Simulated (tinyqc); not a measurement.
Worked calculation: Finnis-Sinclair potential for a bcc metal: fit to cohesion and elasticity, then vacancy, surfaces and structure. Computed by tinyqc, a small Python program that keeps every step. Command: `OMP_NUM_THREADS=1 python tinyqc.py 3110437 3110438 out.jsonl fsfit walk`. One thread of a shared host (Intel(R) Xeon(R) Processor @ 2.30GHz), about 0.01 s of CPU time with the checks. Intermediate numbers are printed to about 7 digits and carried at full precision; extremes and crossings named in words are read from the listed rows.

E = (1/2) sum V(r) - A sqrt(rho), rho = sum phi(r), phi = (r - d)^2 for r < d, V = (r - c)^2 (c0 + c1 r + c2 r^2) for r < c. In bcc the 8 first neighbours lie at sqrt(3) a/2 and the 6 second at a; both cut-offs lie below the third shell; Omega = a^3/2; E is per atom and z the number of atoms in a shell. The four constants A, c0, c1, c2 are fitted to E_c, zero pressure, B and C12 - C44 alone, so C44 and C11 - C12 are not matched singly; defects are unrelaxed.

Inputs (values chosen for the exercise, modelled on tantalum):
```
quantity             value      unit
lattice constant a   3.306  angstrom
cohesive energy E_c   8.17        eV
target C11             262       GPa
target C12             162       GPa
target C44            80.6       GPa
density cut-off d/a  1.224         -
pair cut-off c/a     1.253         -
```

Constants: 1 eV/angstrom^3 = 160.2176634 GPa; 1 eV/angstrom^2 = 16.02176634 J/m^2.

## Density sums and the constant A

rho = sum z phi, rho1 = sum z r phi', rho2 = sum z r^2 phi''. At zero pressure the effective pair part V + 2 F' phi obeys C12 = C44, so C12 - C44 = F'' (rho1/3)^2/Omega with F'' = A/(4 rho^(3/2)); this gives A.

rho = 14.49513 angstrom^2

rho1 = -83.59250 angstrom^2

rho2 = 262.3113 angstrom^2

A = 2.609718 eV/angstrom

## Three linear equations for c0, c1, c2

With v_k = (r - c)^2 r^k the rows are (1/2) sum z v_k, (1/2) sum z r v_k' and (1/2) sum z r^2 v_k''. With rho1 = sum z r phi' and rho2 = sum z r^2 phi'' the right-hand sides are: -E_c + A sqrt(rho) (cohesion); A rho1/(2 sqrt(rho)) (zero pressure); 9 B Omega + A [rho2/(2 sqrt(rho)) - rho1^2/(4 rho^(3/2))] with B = (C11 + 2 C12)/3.

matrix:
```
                    c0         c1         c2
cohesion        8.6456    25.6827    76.6048
pressure      -45.8940  -113.0640  -268.3276
bulk modulus  131.1556   127.0615  -278.6412
```

right-hand side (eV): 1.7658  -28.6497  205.5296

## Solution

Solve the three equations.

c0, c1, c2 (eV/angstrom^2, eV/angstrom^3, eV/angstrom^4): -0.177755  1.092421  -0.323134

## Elastic constants of the fitted potential

Second differences of E with strains of 1e-4: e_xx gives C11, (e_xx, e_yy) = (1, -1) gives 2 (C11 - C12), an engineering shear gives C44. B and C12 - C44 are fitted; the one combination left tests the choice of d.

C11 = 281.8369 GPa

C12 = 152.0816 GPa

C44 = 70.68156 GPa

error of C44 = -12.30576 %

error of C' = (C11 - C12)/2 = 29.75530 %

C44 comes out low and C' high: with B and C12 - C44 fixed, C44 + 2 C'/3 is fixed too, so the two errors have opposite signs.

## Unrelaxed vacancy

E_v = -A sum_shells z [sqrt(rho - phi(r)) - sqrt(rho)] - (1/2) sum z V(r): the neighbours lose one bond each, and the atom is put back in the bulk.

V at the two shells (eV): 0.4928562  -0.0685278

phi at the two shells (angstrom^2): 1.400587  0.548405

vacancy energy E_v = 3.310489 eV

E_v/E_c = 0.4052006

A pair potential would give E_v = E_c; the square root lowers the ratio to 0.41.

## Unrelaxed surfaces

An atom in layer i below the surface keeps only neighbours no higher than the top layer; gamma = sum_i (E_i + E_c)/(area per surface atom), with layer spacings a/2, a/sqrt2 and areas a^2, a^2/sqrt2 for (100) and (110).

Excess energy by layer (eV):
```
face    layer 1   layer 2  layer 3
(100)  1.445796  0.224031        0
(110)  1.016031  0.000000        0
```

gamma(100) = 2.447801 J/m^2

gamma(110) = 2.106331 J/m^2

gamma(100)/gamma(110) = 1.16.

## bcc against fcc

E of each lattice against the volume per atom, as a multiple of Omega; all neighbours inside the cut-offs are summed.

Energies (eV/atom):
```
V/Omega        bcc        fcc  fcc less bcc (meV)
0.80     -7.645100  -7.417194            227.9056
0.84     -7.845788  -7.557736            288.0524
0.88     -7.993948  -7.673437            320.5107
0.92     -8.094447  -7.772661            321.7863
0.96     -8.151758  -7.855442            296.3155
1.00     -8.170000  -7.920965            249.0352
1.05     -8.143628  -7.961344            182.2843
1.10     -8.068945  -7.954963            113.9817
1.20     -7.798949  -7.819989            -21.0403
```

The lowest fcc row, at V/Omega = 1.05, lies +209 meV from the bcc minimum: the fit keeps bcc stable, though nothing in it asked for that.

Checks made by the program: B and C12 - C44 recovered (relative difference 3e-08).
